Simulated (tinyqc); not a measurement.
Threshold of a short bulk MOSFET: charge sharing, barrier lowering, narrow width: one step of the calculation.

n-channel device on a p-type body, depletion approximation, full ionisation. Uniform doping N = Na. Vbi from Boltzmann statistics is rough for the degenerate source. Cox = eps0 eox/tox.

Problem. Short-channel and narrow-width shifts. Charge sharing (trapezoid; it ignores Vds): F = (xj/L)(sqrt(1 + 2 Wd/xj) - 1), lowering = body term times F. Barrier lowering: th = exp(-L/(2 l)) + 2 exp(-L/l), lowering = th [2 (Vbi - 2 pB) + Vds], DIBL = th. Narrow width: rise = body term times xw Wd/W. VT by each model = VT0 - lowering + rise.

Values chosen for this exercise; band and dielectric values close to those of silicon: junction depth xj = 16 nm; drain-source voltage Vds = 0.5 V; gate width W = 490 nm; shape factor of the fringing depletion at the width edges xw = 0; channel length L = 320 nm.

2 pB = 0.68879284 V
Wd = 121.84165 nm
body term = 0.13951872 V
VT0 = -0.0016884354 V
Vbi = 0.94450638 V
l = 38.775082 nm

Wanted: F; lowering by charge sharing; th; lowering of the barrier; DIBL; narrow-width rise; VT, charge sharing; VT, barrier lowering.

Solution.

F = 0.15143
lowering by charge sharing = 21.128 mV
th = 0.016663
lowering of the barrier = 16.853 mV
DIBL = 16.663 mV/V
narrow-width rise = 0 mV
VT, charge sharing = -0.022816 V
VT, barrier lowering = -0.018541 V

L is 8.25 scale lengths. The charge-sharing lowering is 25 % above the barrier lowering; the first falls off as 1/L and the second exponentially. Both describe the same loss of gate control, so they are alternatives and are not added.

tinyqc, about 0.01 s, one thread, Intel Xeon 2.30GHz (shared host): `OMP_NUM_THREADS=1 python tinyqc.py 2002209 2002210 out.jsonl`
